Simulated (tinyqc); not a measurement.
Band offset of a heterojunction with an interface dipole (two-band chains, self-consistent charge): sweeps and comparisons. A value that a table varies takes the place of the one given here.

Sites alternate A, C. Left: A at -G1/2, C at +G1/2, hopping -t1; right: A at D - G2/2, C at D + G2/2, hopping -t2; the bonds across the two interfaces of a ring (C left to A right, C right to A left) have -sqrt(t1 t2). D is the offset of the mid-gaps, so Ev(right) - Ev(left) = D - (G2 - G1)/2 and Ec(right) - Ec(left) = D + (G2 - G1)/2. The closing bond has its sign reversed (antiperiodic ring). Half the levels are filled with two electrons each. The charge moved is q = (electrons on the left) less one a site; the mean over the two interfaces, q/2, is taken as the charge that crosses each, and its dipole opposes the offset: D = D0 - u q/2.

From here on the ring has 24 cells a side.

Values chosen for the exercise (gaps near those of InGaAs and InP; the chains and D0 are free models, so the offsets are not those of the real pair; shifted at random, so the results belong to these values and not to a real crystal):
- G1 = 0.78 eV (gap on the left)
- G2 = 1.39 eV (gap on the right)
- t1 = 1.86 eV (hopping on the left)
- t2 = 2.39 eV (hopping on the right)
- u = 6.2 eV (potential step per electron moved across)
- D0 = -0.47 eV (mid-gap of the right side above that of the left, without dipole)

## Where the moved charge sits

D = -0.18474 eV

Electrons in cell k from an interface at the self-consistent D, less those at D = 0. Interface 1 joins C left to A right, interface 2 C right to A left. The decay lengths 1/(2 kappa a) are those of mid-gap states, cosh(kappa a) = 1 + G^2/(8 t^2).

Change of the electron count:

| k | left of 1 | right of 1 | left of 2 | right of 2 |
|---|---|---|---|---|
| 1 | -0.02013 | 0.02240 | -0.02230 | 0.02457 |
| 2 | -0.00967 | 0.01024 | -0.01069 | 0.01134 |
| 3 | -0.00551 | 0.00523 | -0.00605 | 0.00580 |
| 4 | -0.00327 | 0.00274 | -0.00357 | 0.00305 |
| 5 | -0.00198 | 0.00146 | -0.00216 | 0.00162 |
| 6 | -0.00121 | 0.00078 | -0.00132 | 0.00087 |

decay lengths (cells): left 2.389, right 1.725

Over six cells interface 1 moves -0.0418 electrons to the left side and +0.0428 to the right, interface 2 -0.0461 and +0.0472: each change is a dipole, and the two differ because the bonds join different sites. The first cells hold 50 % of it at interface 1. The tail is longer on the left, where the gap is smaller against the hopping: from k = 2 to 4 it falls by a factor 2.96, and pure mid-gap decay would give 2.31; the exponential carries a prefactor that falls as a power of the distance, so the first cells drop faster.

## Screening of the starting offset

chi = 0.495723 1/eV

D0 is varied; the self-consistent D is found by bisection. chi = dq/dD at D = 0; the linear rule is D = S D0 with S = 1/(1 + u chi/2). The gap of the junction closes (type III) at |D| = (G1 + G2)/2.

Against D0:

| 2 D0/(G1 + G2) | D0 (eV) | q at D0 | D (eV) | D/D0 | linear (eV) |
|---|---|---|---|---|---|
| -0.85 | -0.922 | -0.5282 | -0.3595 | 0.3899 | -0.3636 |
| -0.55 | -0.597 | -0.3117 | -0.2342 | 0.3924 | -0.2352 |
| -0.30 | -0.326 | -0.1638 | -0.1281 | 0.3937 | -0.1283 |
| -0.15 | -0.163 | -0.0810 | -0.0641 | 0.3941 | -0.0642 |
| 0.10 | 0.108 | 0.0539 | 0.0428 | 0.3941 | 0.0428 |
| 0.25 | 0.271 | 0.1359 | 0.1068 | 0.3938 | 0.1069 |
| 0.50 | 0.542 | 0.2807 | 0.2130 | 0.3927 | 0.2139 |
| 0.80 | 0.868 | 0.4866 | 0.3388 | 0.3903 | 0.3422 |
| 0.95 | 1.031 | 0.6277 | 0.4007 | 0.3888 | 0.4063 |

D/D0 lies between 0.389 and 0.394, against S = 0.394 from chi at D = 0; the linear rule misses by at most 6 meV. q is odd in D. Most of the starting offset is screened, which draws the neutrality levels together.

## Wider gaps screen less

G2 is varied. chi = (q(+0.01) - q(-0.01))/0.02 at D = 0, S = 1/(1 + u chi/2).

Against G2:

| G2 (eV) | chi (1/eV) | S |
|---|---|---|
| 0.7 | 0.71565 | 0.3107 |
| 1.1 | 0.56831 | 0.3621 |
| 1.5 | 0.47284 | 0.4055 |
| 2.3 | 0.35222 | 0.4780 |
| 3.4 | 0.25469 | 0.5588 |
| 5.5 | 0.15345 | 0.6776 |
| 7.0 | 0.11179 | 0.7426 |
| 9.0 | 0.07598 | 0.8094 |

chi falls from 0.7157 to 0.0760 1/eV, a factor 9.4, and S rises from 0.311 to 0.809: charge crosses through the tails of states that tunnel into the other gap, and these shorten as the gap widens. u is kept fixed, though a wider gap also screens less and would raise it.

## What each parameter does

Self-consistent D by bisection, q there, and the two offsets. Each row changes one parameter from the base and keeps the others.

Results:

| case | D (eV) | q | valence offset (eV) | conduction offset (eV) |
|---|---|---|---|---|
| base | -0.1847 | -0.0920 | -0.4897 | 0.1203 |
| G1 = 0.897 eV | -0.1909 | -0.0900 | -0.4374 | 0.0556 |
| G2 = 1.598 eV | -0.1947 | -0.0888 | -0.6037 | 0.2143 |
| t1 = 2.139 eV | -0.1848 | -0.0920 | -0.4898 | 0.1202 |
| t2 = 2.748 eV | -0.1850 | -0.0919 | -0.4900 | 0.1200 |
| D0 = -0.54 eV | -0.2121 | -0.1058 | -0.5171 | 0.0929 |
| u = 7.13 eV | -0.1694 | -0.0843 | -0.4744 | 0.1356 |

The largest shifts from the base row, up to three for each result and ties (the steps differ in size, so this ranks the rows, not the parameters). D (eV): D0 -0.0273, u +0.0153, G2 -0.0099. q: D0 -0.0138, u +0.0077, G2 +0.0032; unchanged at the printed digits by t1. valence offset (eV): G2 -0.1139, G1 +0.0523, D0 -0.0273. conduction offset (eV): G2 +0.0941, G1 -0.0647, D0 -0.0273.

(tinyqc, `OMP_NUM_THREADS=1 python tinyqc.py 1481528 1481529 out.jsonl`, Intel(R) Xeon(R) Processor @ 2.30GHz, 1 thread, shared host, about 0.4 s.)
